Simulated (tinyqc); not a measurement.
Ranking of structures: pair-potential crystal by lattice sums. Computed by tinyqc, a small Python program. Command: `OMP_NUM_THREADS=1 python tinyqc.py 3003384 3003385 out.jsonl pairsum walk`. One thread of a shared host (Intel(R) Xeon(R) Processor @ 2.30GHz), about 0.01 s of CPU time with the checks.

Energy per atom E = (1/2) sum over neighbours of phi(r); d is the nearest-neighbour distance.

Inputs (values chosen for the exercise, for model atoms):
```
quantity             value      unit
well depth eps      0.0483        eV
pair minimum r0       2.76  angstrom
cut-off r_c/r0        2.06         -
stiffness alpha r0     5.3         -
```

Potential: Morse. Structure: fcc.

Constants: 1 eV/angstrom^3 = 160.2176634 GPa.

Method:
- phi0(r) = eps [exp(-2 alpha (r - r0)) - 2 exp(-alpha (r - r0))]; shifted-force cut-off: phi(r) = phi0(r) - phi0(r_c) - (r - r_c) phi0'(r_c) for r < r_c, zero beyond.
- Shells (distance in units of d, count): fcc 1.0000 (12), 1.4142 (6), 1.7321 (24), 2.0000 (12), 2.2361 (24), 2.4495 (8), 2.6458 (48), 2.8284 (6), 3.0000 (36), 3.1623 (24); hcp 1.0000 (12), 1.4142 (6), 1.6330 (2), 1.7321 (18), 1.9149 (12), 2.0000 (6), 2.2361 (12), 2.3805 (12), 2.4495 (6), 2.5166 (6), 2.5820 (12), 2.6458 (24), 2.7080 (6), 2.8868 (12), 3.0000 (12), 3.1091 (24), 3.1623 (12); bcc 1.0000 (8), 1.1547 (6), 1.6330 (12), 1.9149 (24), 2.0000 (8), 2.3094 (6), 2.5166 (24), 2.5820 (24), 2.8284 (24), 3.0000 (32); sc 1.0000 (6), 1.4142 (12), 1.7321 (8), 2.0000 (6), 2.2361 (24), 2.4495 (24), 2.8284 (12), 3.0000 (30), 3.1623 (24); diamond 1.0000 (4), 1.6330 (12), 1.9149 (12), 2.3094 (6), 2.5166 (12), 2.8284 (24), 3.0000 (16). Volumes per atom in d^3: fcc 0.70711, hcp 0.70711, bcc 0.76980, sc 1.00000, diamond 1.53960; hcp has the ideal c/a. Every shell inside the cut-off is summed.
- Equilibrium: dE/dd = 0 at the lowest minimum with d between 0.78 r0 and 1.45 r0; B = d^2 E''(d)/(9 Omega).

Each structure at its own equilibrium:
```
structure  neighbours  d (angstrom)  E (eV/atom)  volume (angstrom^3)  B (GPa)
fcc                12        2.6932     -0.31899               13.812   23.541
hcp                12        2.6928     -0.31891               13.806   23.518
bcc                 8        2.6265     -0.30962               13.947   22.548
sc                  6        2.6059     -0.20921               17.696   12.107
diamond             4        2.6648     -0.10908               29.135    3.775
```

What does the comparison show, and why?

The order is fcc < hcp < bcc < sc < diamond; fcc lies 0.078 meV below hcp. fcc (-0.318992 eV) and hcp (-0.318914 eV) share two shells and differ from the third on. Pair forces reward the number of bonds: diamond reaches only 34 % of the best binding. Caution: each structure is relaxed in d alone and may be unstable against shear; the tiny fcc-hcp difference depends on the cut-off.

Extremes, crossings and ranges named in words are read from the listed rows.
